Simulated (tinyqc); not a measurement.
## Mobility and doping from two currents

Inverse problem. A trap-free film with injecting contacts is fitted, with diffusion neglected, by J = q mu N V/Lf + (9/8) eps0 eps_r mu V^2/Lf^3. Find mu, N and the voltage at which both terms are equal.

Parameters, values chosen for the exercise: relative permittivity eps_r = 11.7; film thickness Lf = 810 nm.

Constants: q = 1.602176634e-19 C, eps0 = 8.8541878128e-14 F/cm where lengths are in cm. Results are converted to the units shown.

J at 3.5 and 18 V (A/cm^2): 0.25433130  3.1395554

Solution. J/V is a straight line in V: the slope gives mu and the intercept mu N.

mu = 0.00320 cm^2/(V s)
N = 7.60e15 cm^-3
crossover voltage = 6.85 V

Computed by the program tinyqc: `OMP_NUM_THREADS=1 python tinyqc.py 2730106 2730107 out.jsonl`, one thread of a shared Intel Xeon 2.30GHz, about 0.1 s for the whole run.
